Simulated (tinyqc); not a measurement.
# Thin-film transistor with exponential tail and deep states, accumulation layer: what changes with what

An undoped film in accumulation, thicker than the space-charge layer. With band bending psi the Fermi level lies E0 - psi below the band edge. Free electrons n = n0 exp(psi/Vt) carry the current; electrons in two exponential distributions of traps, a = a0 exp(psi/Va) and d = d0 exp(psi/Vp), do not. Linear regime, ohmic contacts, traps in equilibrium.

Inputs (values chosen for the exercise); values close to those of an organic semiconductor:
- T = 290 K (temperature)
- eps_r = 3.2 (relative permittivity of the semiconductor)
- Nc = 1e20 cm^-3 (density of extended states)
- mb = 3 cm^2/(V s) (band mobility)
- Nt = 1.1e20 cm^-3 (total density of tail states)
- Tt = 490 K (characteristic temperature of the tail)
- Nd = 2.8e17 cm^-3 (total density of deep states)
- Td = 1250 K (characteristic temperature of the deep states)
- E0 = 0.64 eV (bulk Fermi level below the band edge)
- Ci = 100 nF/cm^2 (gate capacitance)
- WL = 20 (ratio W/L)
- Vd = 0.1 V (drain voltage)
- Vg = 3.6 V (gate voltage above flat band)

Constants: q = 1.602176634e-19 C, kB = 1.380649e-23 J/K, Vt = kB T/q, eps0 = 8.8541878128e-14 F/cm where lengths are in cm. Results are converted to the units shown.

Each table varies one quantity; the others keep the values above.

## Effect of the total density of deep states

Va = kB Tt/q, Vp = kB Td/q; n0 = Nc exp(-E0/Vt), a0 = Nt th(T/Tt) exp(-E0/Va), d0 = Nd th(T/Td) exp(-E0/Vp), th(x) = pi x/sin(pi x). G(psi) = sum over the three kinds of c0 [V (exp(psi/V) - 1) - psi], field F = sqrt(2 q G/(eps0 eps_r)); Vg = psi + eps0 eps_r F/Ci at the surface. Total charge Q = Ci (Vg - psi_s); free charge Qf = q times the integral of n0 (exp(psi/Vt) - 1)/F over psi from 0 to psi_s; I = (W/L) mb Qf Vd; effective mobility mb Qf/Q.

Result of one run:
```
Nd (cm^-3)  E0 - psi_s (eV)  Q (nC/cm^2)  free share (%)  effective mobility (cm^2/(V s))  I (nA)
2.3e18              0.09836        305.8           3.259                          0.09777   59.80
```

What becomes of these results when the total density of deep states Nd is changed from 2.3e18 to 9.6e17 cm^-3, all else the same?

Result of the changed run:
```
Nd (cm^-3)  E0 - psi_s (eV)  Q (nC/cm^2)  free share (%)  effective mobility (cm^2/(V s))  I (nA)
9.6e17              0.09588        305.6           3.686                           0.1106   67.58
```

The whole series:
```
Nd (cm^-3)  E0 - psi_s (eV)  Q (nC/cm^2)  free share (%)  effective mobility (cm^2/(V s))  I (nA)
2.8e16              0.09417        305.4           4.028                           0.1208   73.82
6.8e16              0.09424        305.4           4.012                           0.1204   73.53
1.6e17              0.09441        305.4           3.977                           0.1193   72.88
4e17                0.09485        305.5           3.886                           0.1166   71.23
9.6e17              0.09588        305.6           3.686                           0.1106   67.58
2.3e18              0.09836        305.8           3.259                          0.09777   59.80
5.6e18               0.1046        306.5           2.429                          0.07288   44.67
```

As Nd goes from 2.8e16 to 5.6e18 cm^-3, the free share falls from 4.03 to 2.43 %, the distance of the Fermi level from the edge rises from 0.0942 to 0.105 eV and the current falls from 73.8 to 44.7 nA. Q varies by only 0.34 %: the gate sets the charge, the traps decide how much of it moves. In every row the th form, which assumes a Fermi level far below the edge, overcounts the filled tail at the surface by more than 15 %.

## Transfer curve

Same model as above.

The last column is d ln I/d ln Vg.

Transfer curve:
```
Vg (V)  E0 - psi_s (eV)  Q (nC/cm^2)  free share (%)  effective mobility (cm^2/(V s))    I (nA)  exponent
0.14             0.5288        2.882        0.001238                         3.714e-5  2.141e-4     2.938
0.23             0.4658        5.585        0.003935                         1.180e-4  0.001318     4.427
0.38             0.3830        12.30         0.02175                         6.525e-4   0.01606     5.257
0.62             0.3017        28.17          0.1099                         0.003297    0.1858     4.599
1                0.2340        59.40          0.3807                          0.01142     1.357     3.759
1.7              0.1708        123.1           1.132                          0.03396     8.358     3.146
2.7              0.1224        218.2           2.516                          0.07548     32.95     2.804
4.4             0.07609        383.6           5.260                           0.1578     121.1     2.535
7.2             0.03321        659.3           10.05                           0.3015     397.6     2.296
```

What does the table show?

The current rises from 2.14e-4 to 398 nA and the free share rises from 0.00124 to 10.1 %; the exponent goes from 2.94 through a maximum of 5.26 (at Vg = 0.38 V among the rows listed) to 2.30. If one kind of trap held all the charge, I would go as Q^(2 Tx/T - 1): 7.62 for the deep states, 2.38 for the tail and 1 for free electrons alone. At Vg = 7.2 V the surface Fermi level is within 2 Vt of the band edge, where the exponential forms fail. For Vg = 4.4 to 7.2 V the th form, which assumes a Fermi level far below the edge, overcounts the filled tail at the surface by more than 15 %.

Program tinyqc, `OMP_NUM_THREADS=1 python tinyqc.py 2610012 2610013 out.jsonl`; Intel Xeon 2.30GHz, shared host, one thread, about 0.02 s.
